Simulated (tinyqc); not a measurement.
Quasi-harmonic thermal expansion with mode Grueneisen parameters: one step, computed by the program tinyqc.

A crystal with two atoms a cell; per atom there are 1 transverse acoustic (TA), 1/2 longitudinal acoustic (LA) and 3/2 optical (O) modes. Every frequency of group i scales as nu_i (V/V0)^(-gamma_i). The acoustic groups have Debye spectra, density 3 nu^2/nu_i^3 up to nu_i (40 Gauss-Legendre points); the optical group has one frequency. Static energy: E = (9 V0 B0/16) [y^3 B' + y^2 (2 - 4 y)], y = (V0/V)^(2/3) - 1, with pressure P_s = (3 B0/2) (z^7 - z^5) [1 + (3/4)(B' - 4)(z^2 - 1)], z = (V0/V)^(1/3).

Question. Properties at the equilibrium volume. For a mode with x = h nu/(k_B T), n = 1/(exp(x) - 1): U = h nu (n + 1/2), C/k_B = x^2 n (n + 1); U_i and C_i sum these over group i with its weight per atom. Phonon pressure P_ph = sum_i gamma_i U_i/V. B_T = -V d(P_s + P_ph)/dV at fixed T (central difference, step 1e-4 V); alpha_V = sum gamma_i C_i k_B/(B_T V), all at V(T); the linear coefficient is alpha_L = alpha_V/3. C_P - C_V = alpha_V^2 B_T V T; the optical frequency is nu_O (V/V0)^(-gamma_O).

Inputs (values chosen for the exercise, for a model crystal):

| quantity | value | unit |
|---|---|---|
| static volume V0 | 24.1 | angstrom^3/atom |
| static bulk modulus B0 | 44.3 | GPa |
| static B' | 3.9 | - |
| frequency nu_TA | 2.68 | THz |
| frequency nu_LA | 5.56 | THz |
| frequency nu_O | 7.79 | THz |
| Grueneisen parameter gamma_TA | -0.06 | - |
| Grueneisen parameter gamma_LA | 1.4 | - |
| Grueneisen parameter gamma_O | 0.97 | - |
| temperature T | 500 | K |

Acoustic groups: Debye.

volume V(T) = 24.44515 angstrom^3/atom

Constants: h x 1 THz = 4.135667696 meV; k_B = 8.617333262e-05 eV/K; 1 eV/angstrom^3 = 160.2176634 GPa.

Give: volume change from V0; isothermal bulk modulus B_T; linear expansion coefficient; C_V; C_P - C_V; optical frequency at V(T).

Answer.

volume change from V0 = 1.432 %

isothermal bulk modulus B_T = 42.55 GPa

linear expansion coefficient = 8.944 ppm/K

C_V = 2.924 k_B/atom

C_P - C_V = 0.02712 k_B/atom

optical frequency at V(T) = 7.683 THz
